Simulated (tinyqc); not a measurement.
What moves the results: Wannier functions of a composite (isolated) pair of valence bands (bonds of an sp chain). A value that a table varies takes the place of the one given here.

Each atom has a hybrid pointing left (<) and right (>). H(k): diagonal +V3 on A, -V3 on B; <A<|A>> = -V1a, <B<|B>> = -V1b, <A>|B<> = -V2, <B>|A<> = -V2p exp(ik); k in 1/a, Bloch sums with exp(ikR). The two lowest bands are filled. Trial functions in cell 0: g1 = cos(c) A> + sin(c) B<, and g2 = sin(c) B> + cos(c) A< of cell 1, whose Bloch vector has cos(c) exp(-ik) on A<. Projection A_mn = <psi_m|g_n>, S = A^+ A, Loewdin U = A S^(-1/2), Bloch-like states w_n = sum_m psi_m U_mn, H_W(k) = U^+ diag(E) U. P = sum_m |psi_m><psi_m| is free of phase choices, and S = g^+ P g, w = P g S^(-1/2).

Parameters, chosen for this exercise: V2 = 4.06 eV (coupling in the bond A-B inside the cell); V2p = 4.56 eV (coupling in the bond to the next cell); V1a = 0.62 eV (coupling of the two hybrids on A); V1b = 1.51 eV (the same on B); V3 = 0 eV (A at +V3, B at -V3); xb = 0.47 a (position of B (A at 0)); c = 45 degrees (trial bonds cos(c) on A, sin(c) on B).

## Choice of the trial bonds

N = 12; centres and spreads in real space with point-like hybrids at R and R + xb; smallest eigenvalue of S over the mesh.

Trial angle:

| c (deg) | smallest S | centre 1 (a) | centre 2 (a) | sum of centres | total spread (a^2) | H_12(R = 0), mean over k (eV) |
|---|---|---|---|---|---|---|
| 15 | 0.639 | 0.2381 | 0.7319 | 0.9700 | 0.1301 | -0.7552 |
| 30 | 0.860 | 0.2381 | 0.7319 | 0.9700 | 0.1300 | -0.7540 |
| 45 | 0.985 | 0.2381 | 0.7319 | 0.9700 | 0.1300 | -0.7530 |
| 55 | 0.915 | 0.2381 | 0.7319 | 0.9700 | 0.1300 | -0.7523 |
| 65 | 0.795 | 0.2381 | 0.7319 | 0.9700 | 0.1300 | -0.7516 |
| 75 | 0.639 | 0.2381 | 0.7319 | 0.9700 | 0.1301 | -0.7508 |
| 85 | 0.466 | 0.2381 | 0.7319 | 0.9700 | 0.1301 | -0.7497 |

The sum of the centres stays at 0.9700 a within 0.0000: it gives the electronic polarisation, modulo a, and is fixed by the filled space. Single centres move by less than 0.0001 a here and H_12(0), a matter of gauge, moves by 5 meV. The total spread runs only from 0.1300 to 0.1301 a^2, so the orthogonalisation repairs even poor trials; the projection is best at c = 45 degrees among these rows, and the two bonds, isolated, have c = 45 and 45.

## Interpolating the pair or each band alone

Largest error on 25 points from 0 to pi. Pair: diagonalise the Hermitian part of sum_R exp(ikR) H(R) over the N cells nearest the origin, with H(R) the mean of exp(-ikR) H_W(k) on the mesh k = 2 pi j/N. Alone: the cosine series of each sorted band on the same mesh.

Errors (meV):

| N | pair | each band alone |
|---|---|---|
| 3 | 4.99888 | 56.00412 |
| 4 | 0.57354 | 8.12070 |
| 5 | 0.11710 | 10.66326 |
| 6 | 0.01239 | 1.69576 |
| 8 | 0.00037 | 0.47287 |
| 10 | 0.00001 | 0.12520 |
| 14 | 0.00000 | 0.00926 |

smallest spacing of the two filled bands = 1.0208 eV

At N = 6 the pair errs by 0.012 meV and the single bands by 1.7; at N = 10, 1.2e-05 against 0.13. Both fall exponentially: the pair at a rate tied to the gap to the empty bands (6.48 eV), the single bands at a slower one tied to their own spacing (1.021 eV at the closest). Not every column falls at every step, since even meshes hold k = pi and odd ones do not.

## What each parameter does

N = 12: centres, total spread (point-like hybrids at R and R + xb) and H_12(0). Each row changes one parameter from the base and keeps the others.

Results:

| case | centre 1 (a) | centre 2 (a) | total spread (a^2) | H_12(0) (eV) |
|---|---|---|---|---|
| base | 0.2381 | 0.7319 | 0.1300 | -0.7530 |
| V2 = 4.46 eV | 0.2378 | 0.7322 | 0.1296 | -0.7532 |
| V2p = 4.96 eV | 0.2378 | 0.7322 | 0.1296 | -0.7532 |
| V1a = 0.82 eV | 0.2376 | 0.7324 | 0.1307 | -0.7515 |
| V1b = 1.71 eV | 0.2391 | 0.7309 | 0.1311 | -0.8528 |
| V3 = 0.4 eV | 0.2604 | 0.7097 | 0.1290 | -0.8217 |
| xb = 0.52 a | 0.2631 | 0.7569 | 0.1298 | -0.7530 |

The largest shifts from the base row, up to three for each result and ties (the steps differ in size, so this ranks the rows, not the parameters). centre 1 (a): xb +0.0250, V3 +0.0223, V1b +0.0010. centre 2 (a): xb +0.0250, V3 -0.0222, V1b -0.0010. total spread (a^2): V1b +0.0011, V3 -0.0011, V1a +0.0006. H_12(0) (eV): V1b -0.0997, V3 -0.0687, V1a +0.0015; unchanged at the printed digits by xb.

Run: tinyqc, `OMP_NUM_THREADS=1 python tinyqc.py 1452088 1452089 out.jsonl`; Intel(R) Xeon(R) Processor @ 2.30GHz, one thread, shared host; about 0.2 s of CPU time with all checks.
